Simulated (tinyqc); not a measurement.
Space-charge-limited current through a thin insulating or semi-insulating film with traps. From one set of inputs to another, one input at a time. Computed by tinyqc, a small Python program. Command: `OMP_NUM_THREADS=1 python tinyqc.py 3009622 3009623 out.jsonl sclc ladder`. One thread of a shared host (Intel(R) Xeon(R) Processor @ 2.30GHz), about 0.01 s of CPU time with the checks.

One ohmic injecting contact at x = 0 (field zero), drift only, non-degenerate free carriers.

The inputs printed are set A. Set A is modelled on semi-insulating GaN; the values taken over come from a set modelled on amorphous silicon. Inputs not listed in the table keep their values of set A, so the rows need not describe a real material.

Inputs (values chosen for the exercise, modelled on semi-insulating GaN): permittivity eps = 9.7; band mobility mu = 180 cm^2/(V s); effective density of states N_c = 2.2e+18 1/cm^3; trap density N_t = 2.5e+18 1/cm^3; equilibrium Fermi level below the band edge, E_0 = 0.72 eV; thickness d = 51 nm; free density at the anode, in units of N_c = 1e-07; temperature T = 300 K; trap level E_t below the band edge = 0.2 eV.

Traps: single level.

Constants: k_B = 8.617333262e-05 eV/K; e = 1.602176634e-19 C; eps_0 = 8.8541878128e-12 F/m.

Method:
- Free density n_0 = N_c exp(-E_0/k_B T) in equilibrium; trapped density n_t(n) = N_t/(1 + n_1/n), n_1 = N_c exp(-E_t/k_B T).
- theta = n/(n + n_t) at the anode density; trap-filled-limit voltage V_TFL = e (N_t - n_t(n_0)) d^2/(2 eps eps_0).
- J = e mu n F and (eps eps_0/e) dF/dx = n - n_0 + n_t(n) - n_t(n_0) = rho(n). With F = J/(e mu n): d = (eps eps_0 J/(e^2 mu)) I_1 and V = (eps eps_0 J^2/(e^3 mu^2)) I_2, I_k = int_(n_L)^infinity dn/(n^(k+1) rho(n)), n_L the density at the anode; with u = n_L/n, 200 Gauss-Legendre points in t, u = 1 - (1 - t)^2.
- Anode field J/(e mu n_L); Mott-Gurney current (9/8) eps eps_0 mu V^2/d^3; ohmic current e n_0 mu V/d.

Each row keeps all changes above it:
```
input moved                                 from       to  current density J (A/cm^2)     theta  V_TFL (V)
set A                                          -        -                  6.9112e-03  0.000384       6.07
temperature T (K)                            300      400                  9.9606e-04  0.002651       6.07
trap level E_t below the band edge (eV)      0.2     0.21                  1.3304e-03  0.001985       6.07
thickness d (nm)                              51      340                  8.8693e-03  0.001985     269.56
band mobility mu (cm^2/(V s))                180        3                  1.4782e-04  0.001985     269.56
permittivity eps                             9.7     11.8                  1.2151e-04  0.001985     221.59
trap density N_t (1/cm^3)                2.5e+18  4.6e+16                  2.4726e-06  0.097549       4.08
```

Current density J goes from 0.00691 to 2.47e-6, a factor 3.58e-4 in all. The largest single move comes from band mobility mu (a factor 0.0167), and thickness d works against it (a factor 6.67). Theta goes from 3.84e-4 to 0.0975, a factor 254 in all. The largest single move comes from trap density N_t (a factor 49.1). V_TFL goes from 6.07 to 4.08, a factor 0.672 in all. The largest single move comes from trap density N_t (a factor 0.0184), and thickness d works against it (a factor 44.4). The single moves hold for this order of the switches; the total does not depend on the order.

Caution (all rows): V is below 10 k_B T/e, where diffusion from the contact, left out here, dominates.

Extremes, crossings and ranges named in words are read from the listed rows.
